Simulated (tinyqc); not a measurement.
Inside a calculation. Method: CCSD on RHF in the 3-21g basis, for H2, spin multiplicity 1. One step of it, computed by the program tinyqc.

Problem. CCSD: starting amplitudes. t_ij^ab = <ij||ab> / (e_i + e_j - e_a - e_b), whose energy is MP2.

orbital energies (hartree): MO1 -0.602383, MO2 0.273220, MO3 0.903836, MO4 1.564776

Two-electron integrals over orbitals (pq|rs), unique and non-zero (hartree):
```
(11|11) 0.664044    (21|21) 0.085637    (22|11) 0.454783    (22|22) 0.408676
(31|11) 0.171114    (31|22) 0.053415    (31|31) 0.116464    (32|21) -0.019803
(32|32) 0.036061    (33|11) 0.564954    (33|22) 0.407045    (33|31) 0.133312
(33|33) 0.506701    (41|21) -0.079633   (41|32) -0.023376   (41|41) 0.134379
(42|11) -0.143888   (42|22) -0.056850   (42|31) -0.076315   (42|33) -0.105711
(42|42) 0.069749    (43|21) -0.088573   (43|32) -0.003665   (43|41) 0.124572
(43|43) 0.135186    (44|11) 0.679591    (44|22) 0.466891    (44|31) 0.207101
(44|33) 0.588880    (44|42) -0.170396   (44|44) 0.761436
```

Give: Starting amplitudes; correlation energy.

Solution.

Starting amplitudes (spin orbitals 1a, 1b, ...; amplitudes related by a flip of all spins are not repeated):
```
from      to       t
1a 1b  2a 2b  -0.049
1a 1b  3a 3b  -0.039
1a 1b  4a 4b  -0.031
1a 1b  2a 4b   0.026
```

correlation energy = -0.01702 hartree
